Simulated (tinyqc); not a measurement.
Inside a calculation. Model: equilibrium and kinetic segregation of a solute to boundaries and growing surfaces. Computed by tinyqc, a small Python program that keeps every step. Command: `OMP_NUM_THREADS=1 python tinyqc.py 3024445 3024446 out.jsonl segreg walk`. One thread of a shared host (Intel(R) Xeon(R) Processor @ 2.30GHz), about 0.01 s of CPU time with the checks. Intermediate numbers are printed to about 7 digits and carried at full precision; extremes and crossings named in words are read from the listed rows.

Inputs (values chosen for the exercise, for a model alloy):
```
quantity                               value          unit
segregation energy Q                   0.272            eV
interaction z w (positive attracts)   -0.059            eV
total solute fraction x0              0.0001             -
temperature T                            925             K
grain size d                              43            nm
boundary thickness delta                0.41            nm
atomic volume Omega                     11.7    angstrom^3
clean boundary energy gamma_0            0.7         J/m^2
bulk diffusivity D                   1.3e-21         m^2/s
anneal time t                             18             s
exchange barrier E_b                    1.33            eV
surface segregation energy E_s           0.3            eV
growth temperature T_g                   700             K
growth rate                             0.23  monolayers/s
mixing                                   0.3             -
```

Isotherm: Fowler-Guggenheim.

Constants: k_B = 8.617333262e-05 eV/K; 1 eV/angstrom^2 = 16.02176634 J/m^2.

## Coverage for very large grains, by iteration

With theta the solute fraction on boundary sites and x that in the grains, theta/(1 - theta) = [x/(1 - x)] exp[(Q + z w theta)/(k_B T)]. The coverage theta_inf is that for x = x0. Start at theta = 0; theta(new) = theta + mixing (theta(out) - theta); stop below 1e-10, 80 steps at most.

Iteration:
```
step     theta in    theta out      out - in
1     0.000000000  0.003024788  3.024788e-03
2     0.000907437  0.003022764  2.115327e-03
3     0.001542035  0.003021348  1.479314e-03
4     0.001985829  0.003020359  1.034530e-03
5     0.002296188  0.003019667  7.234795e-04
6     0.002513232  0.003019184  5.059521e-04
...           ...          ...           ...
45    0.003018059  0.003018059  4.433615e-10
46    0.003018059  0.003018059  3.100568e-10
47    0.003018059  0.003018059  2.168326e-10
48    0.003018059  0.003018059  1.516379e-10
49    0.003018059  0.003018059  1.060452e-10
50    0.003018059  0.003018059  7.416082e-11
```

coverage theta_inf = 0.003018059

last residual = 7.416082e-11

Converged; without interaction theta would be 0.0030.

## Depletion of small grains

Finite grains: boundary sites are the fraction f = 3 delta/d, and x0 = (1 - f) x + f theta; solve both equations for theta; share at boundaries = f theta/x0.

site fraction f = 0.02860465

coverage theta = 0.001647028

fraction x left in the grains = 5.444470e-05

share of solute at boundaries = 47.11267 %

enrichment theta/x = 30.25140

47 % of the solute sits at boundaries; for a dopant that share is electrically lost. The supply limits the coverage, which stays well below theta_inf.

## Boundary energy

Gibbs adsorption for this isotherm in a dilute matrix: gamma = gamma_0 + Gam_0 [k_B T ln(1 - theta) + z w theta^2/2], Gam_0 = delta/Omega sites per area.

Gam_0 = 35.04274 1/nm^2

boundary energy gamma = 0.6992618 J/m^2

Segregation lowers gamma by 0.11 %, and the driving force of grain growth with it.

## How fast the boundary fills

McLean kinetics from a uniform start, fed from both sides, with a constant enrichment beta = theta_inf/x0: (theta - x0)/(theta_inf - x0) = 1 - exp(s^2) erfc(s), s = 2 sqrt(D t)/(beta delta); half filling at s = 0.7691, t = (0.7691 beta delta/2)^2/D. D is an input and does not follow T.

s = 0.02472443

degree of filling = 0.02729842

time to half filling = 17417.49 s

diffusion length sqrt(D t) = 0.1529706 nm

## Segregation at a growing surface

Two-state exchange during growth, dilute: jump up r_u = nu exp(-E_b/(k_B T_g)), jump back r_d = r_u exp(-E_s/(k_B T_g)), nu = 1e13 1/s. In the time 1/R of one monolayer the share carried up is p = [r_u/(r_u + r_d)] [1 - exp(-(r_u + r_d)/R)]; the tail decays as p^n, length -1/ln p monolayers; the equilibrium limit has p = r_u/(r_u + r_d).

r_u = 2657.183 1/s

r_d = 18.38724 1/s

share carried up p = 0.9931277

decay length = 145.0118 monolayers

Exchange is fast against growth: the equilibrium regime, where heating shortens the tail.

## Tail length against growth temperature

The formulas are those given above.

Exchange model:
```
T_g (K)         r_u/R          p  length (monolayers)  equilibrium limit
423      6.196709e-03  0.0061775         1.965859e-01           3752.914
452      6.439266e-02  0.0623623         3.603872e-01           2213.521
477      3.855320e-01  0.3198722         8.773210e-01           1478.491
501      1.816437e+00  0.8368759         5.615470e+00           1042.412
521      5.926681e+00  0.9961041         2.561805e+02            798.464
541      1.771860e+01  0.9983982         6.237984e+02            623.806
570      7.564666e+01  0.9977791         4.497775e+02            449.777
614      5.266096e+02  0.9965638         2.905226e+02            290.523
688      7.864619e+03  0.9936951         1.581073e+02            158.107
```

The length peaks among these rows at 541 K with 624 monolayers. Below, exchange freezes (r_u/R = 0.0062 in the first row); above, the length follows the equilibrium limit, about exp(E_s/(k_B T)), down to 158.

## Coverage against grain size

The formulas are those given above.

At T:
```
d (nm)        theta  x in the grains  share at boundaries (%)
15      0.000890420     2.939600e-05                 73.01447
30      0.001375775     4.545697e-05                 56.40676
60      0.001890640     6.252362e-05                 38.75812
120     0.002325287     7.695459e-05                 23.83420
250     0.002640641     8.743824e-05                 12.99196
500     0.002816822     9.330014e-05                  6.92938
1000    0.002913988     9.653453e-05                  3.58421
5000    0.002996658     9.928725e-05                  0.73718
```

From the largest grains to the smallest the share at boundaries rises from 0.74 to 73 %, and x/x0 falls to 0.29. In the dilute limit x/x0 = 1/(1 - f + f exp(Q/(k_B T))), which gives 0.29 at 15 nm.

Checks made by the program: mass balance (relative difference below 1e-10).
